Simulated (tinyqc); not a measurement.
Input admittance of a MOSFET at zero drain bias: distributed channel and distributed gate: two steps of the calculation.

Source and drain grounded, strong inversion, w = 2 pi f, Cox = eps0 eox/tox. The channel is an RC line of resistance 1/(mu Cox Vo) per square fed from both ends, so one finger has the intrinsic admittance y = i w Cox L tanh(g)/g per width, g = (1/2) sqrt(i w tau), tau = L^2/(mu Vo). The vertical resistance rv/L is in series with y, the overlaps 2 i w Cov in parallel: y_t = 1/(1/y + rv/L) + 2 i w Cov. The gate strip is a line of Rsh/L per length loaded by y_t, so a finger has Y = y_t Wf tanh(k)/k, k = (Wf/sd) sqrt(y_t Rsh/L); the device has Nf Y.

Parameters, values chosen for the exercise; values of the order met in silicon radio-frequency transistors: relative permittivity of the gate insulator (close to silicon nitride) eox = 7.3; insulator thickness tox = 10 nm; channel length L = 0.3 um; finger width Wf = 6.3 um; number of fingers Nf = 1; channel mobility mu = 400 cm^2/(V s); gate overdrive Vo = 0.69 V; sheet resistance of the gate Rsh = 6.4 ohm/square; vertical resistivity of the gate stack rv = 0 ohm um^2; number of ends at which a finger is contacted sd = 2; overlap and fringe capacitance on each side Cov = 0.2 fF/um; frequency f = 78 GHz.

Constants: eps0 = 8.8541878128e-14 F/cm where lengths are in cm. Results are converted to the units shown.

Task 1. Low-frequency resistances and capacitance. Low-frequency limits, with c = Cox L and ct = c + 2 Cov: R_strip = Rsh Wf/(3 sd^2 L Nf), R_ch = (c/ct)^2 L/(12 mu Cox Vo Wf Nf), R_vert = (c/ct)^2 rv/(L Wf Nf), C = ct Wf Nf.

Wanted: parts; sum; C; 1/(2 pi R C).

Result 1.

parts (ohm): strip 11.20, channel 15.29, vertical 0
sum = 26.49 ohm
C = 14.74 fF
1/(2 pi R C) = 407.8 GHz

The channel term is the largest, 57.7 % of the sum.

Task 2. Admittance of the channel and stack per width. tau, g, c = Cox L, y and y_t as defined.

Wanted: tau; g; c; y; y_t.

Result 2.

tau = 3.2609 ps
g = 0.44695+0.44695i
c = 1.9391 fF/um
y = 123.37+930.60i uS/um
y_t = 123.4+1126.6i uS/um

w tau = 1.60, and Im y is 0.979 of w c.

Computed by the program tinyqc: `OMP_NUM_THREADS=1 python tinyqc.py 2262189 2262190 out.jsonl`, one thread of a shared Intel Xeon 2.30GHz, about 0.01 s for the whole run.
